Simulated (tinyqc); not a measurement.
Ferroelectric switching by domains, Kolmogorov-Avrami-Ishibashi kinetics with Merz's law: switched share against pulse length.

A film poled to -Ps gets a pulse V of length t. Field E = V/d, characteristic time tau = t0 exp(Ea/E). The switched share is f = 1 - exp(-(t/tau)^m). P = Ps (2 f - 1).

f(t) as above; slope = d ln(-ln(1 - f))/d ln t.

Values chosen for this exercise:
```
symbol  value     unit                  meaning
Ps         17  uC/cm^2  switchable polarisation
t0        1.1       ns           time prefactor
Ea       4300    kV/cm         activation field
d           8       nm           film thickness
m           3                   Avrami exponent
V        0.64        V            pulse voltage
```

The same in every row: slope = 3.000.

Switched share against pulse length:

| tp (ns) | f | P (uC/cm^2) |
|---|---|---|
| 65 | 0.02028 | -16.31 |
| 80 | 0.03748 | -15.73 |
| 99 | 0.06984 | -14.63 |
| 120 | 0.1210 | -12.89 |
| 150 | 0.2226 | -9.431 |
| 190 | 0.4006 | -3.381 |
| 230 | 0.5966 | 3.285 |
| 290 | 0.8379 | 11.49 |
| 360 | 0.9692 | 15.95 |

Read the table: what changes, and by how much?

The share f rises from 0.0203 to 0.969 over 0.74 decades of time; a single class with m = 3 needs 0.74 decades for the same change. The slope stays at 3.00.

Computed by the program tinyqc: `OMP_NUM_THREADS=1 python tinyqc.py 2860003 2860004 out.jsonl`, one thread of a shared Intel Xeon 2.30GHz, about 0.01 s for the whole run.
